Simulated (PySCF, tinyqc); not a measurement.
Inside a calculation. Method: CISD on RHF in the sto-3g basis, for H3+, spin multiplicity 1. The lowest restricted solution is unstable here: a spin-polarised one lies 0.0063 hartree lower (PySCF). One step of it, computed by the program tinyqc.

Problem. CISD: determinants and Hamiltonian. Slater-Condon rules over spin orbitals, with the nuclear repulsion added and E(HF) subtracted on the diagonal. Only determinants linked to the reference directly or through others are kept (one block of an abelian symmetry group), so some states are absent.

one-electron integrals over orbitals h = C^T H C (hartree), lower triangle:
```
           1          2          3
1  -1.398033
2   0.000000  -1.085223
3  -0.091226   0.000000  -0.811696
```

Two-electron integrals over orbitals (pq|rs), unique and non-zero (hartree):
```
(11|11) 0.532643    (21|21) 0.147365    (22|11) 0.448814    (22|22) 0.509935
(31|11) 0.091226    (31|22) -0.050595   (31|31) 0.142348    (32|21) -0.145403
(32|32) 0.161587    (33|11) 0.538955    (33|22) 0.476536    (33|31) 0.079460
(33|33) 0.572350
```

nuclear repulsion = 1.12113816 hartree

Hartree-Fock energy = -1.14228446 hartree

Give: determinants; H - E(HF) between determinants.

Solution.

Occupation strings over the orbitals (2 doubly, a alpha, b beta, 0 empty; spin orbitals ordered 1a 1b 2a 2b ...): 200 a0b b0a 020 002

H - E(HF) between determinants (hartree), lower triangle:
```
       200     a0b    b0a    020    002
200  0.000
a0b  0.000   0.593
b0a  0.000  -0.142  0.593
020  0.147  -0.145  0.145  0.603
002  0.142  -0.012  0.012  0.162  1.212
```
